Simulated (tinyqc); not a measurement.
# Site energy and hopping from one surface Green function

Inverse problem. A semi-infinite chain with site energy e0 and hopping -t has g_s = 1/(E - e0 - t^2 g_s). Inside the band |g_s| = 1/t and Re g_s = (E - e0)/(2 t^2). Find t and e0.

g_s at E = -0.85 eV = -0.00500000-0.99998750i 1/eV

Answer. t = 1/|g_s|, and e0 = E - 2 t^2 Re g_s.

t = 1.00 eV
e0 = -0.840 eV

Computed by the program tinyqc: `OMP_NUM_THREADS=1 python tinyqc.py 2680026 2680027 out.jsonl`, one thread of a shared Intel Xeon 2.30GHz, about 0.05 s for the whole run.
